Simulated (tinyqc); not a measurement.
Inputs raised by 2 %, one at a time: vibrations of a mass or spring defect in a linear chain. Computed by tinyqc, a small Python program. Command: `OMP_NUM_THREADS=1 python tinyqc.py 3021926 3021927 out.jsonl localmode sens`. One thread of a shared host (Intel(R) Xeon(R) Processor @ 2.30GHz), about 0.03 s of CPU time with the checks.

A ring of N atoms with nearest-neighbour springs k and motion along the chain. Atom 1 is the defect, of mass M', and its two springs are k'. All other atoms have the mass M.

Inputs (values chosen for the exercise, for a model chain): spring constant k = 5.15 eV/angstrom^2; host mass M = 59.4 u; defect mass M' = 4.93 u; spring ratio k'/k at the defect = 1; isotope mass step = 2 u.

Host: monatomic.

Constants: nu for 1 eV/(angstrom^2 u) = 15.6333042 THz.

Method:
- Host band: lambda from 0 to 4k/M.
- nu = 15.6333042 THz x sqrt(lambda), lambda in eV/(angstrom^2 u).
- D_ii = (sum of the two springs at i)/M_i, D_ij = -k_ij/sqrt(M_i M_j) for neighbours, closed into a ring.
- The same matrix for 120 atoms; amplitudes are the mass-weighted eigenvector, in size, relative to the defect, for the highest mode; its weight is the squared component of the normalised eigenvector on the defect.
- Raise M' by the isotope step in the 120-atom ring. First order, good only for a step much smaller than M': Delta nu/nu = -(1/2) (weight on the defect) Delta M'/M'; a defect vibrating against fixed neighbours would give sqrt(M'/(M' + step)) - 1.

Runs; columns: (1) input moved; (2) from; (3) to; (4) highest frequency, long ring (THz); (5) weight of the highest mode on the defect; (6) ratio to the top of the host band; (7) shift, exact (%):
```
(1)                                 (2)     (3)     (4)      (5)     (6)      (7)
base run                              -       -  23.081  0.95671  2.5070  -14.905
spring constant k (eV/angstrom^2)  5.15   5.253  23.310  0.95671  2.5070  -14.905
host mass M (u)                    59.4  60.588  23.071  0.95759  2.5309  -14.920
defect mass M' (u)                 4.93  5.0286  22.863  0.95580  2.4834  -14.662
spring ratio k'/k at the defect       1    1.02  23.310  0.95678  2.5319  -14.907
```

Exponents ln(y'/y) / ln(x'/x); columns: (1) input; (2) highest frequency, long ring; (3) weight of the highest mode on the defect; (4) ratio to the top of the host band; (5) shift, exact:
```
(1)                                 (2)     (3)     (4)     (5)
spring constant k                 0.500   0.000   0.000   0.000
host mass M                      -0.021   0.047   0.479   0.053
defect mass M'                   -0.478  -0.048  -0.478  -0.828
spring ratio k'/k at the defect   0.499   0.004   0.499   0.006
```

To which inputs is each result most sensitive?

Among the inputs moved here: highest frequency, long ring answers most in size to spring constant k (exponent +0.500), and about equally to spring ratio k'/k at the defect (+0.499). Its exponent +0.500 in spring constant k: all frequencies scale as sqrt(k). Its exponent -0.478 in defect mass M': a very light atom vibrates against nearly fixed neighbours. Weight of the highest mode on the defect answers most in size to defect mass M' (exponent -0.048), next to host mass M (+0.047); its exponent is below 0.0005 for spring constant k. Ratio to the top of the host band answers most in size to spring ratio k'/k at the defect (exponent +0.499), next to host mass M (+0.479); its exponent is below 0.0005 for spring constant k. Its exponent 0.000 in spring constant k: ratios do not depend on k. shift, exact answers most in size to defect mass M' (exponent -0.828), next to host mass M (+0.053); its exponent is below 0.0005 for spring constant k.

Extremes, crossings and ranges named in words are read from the listed rows.
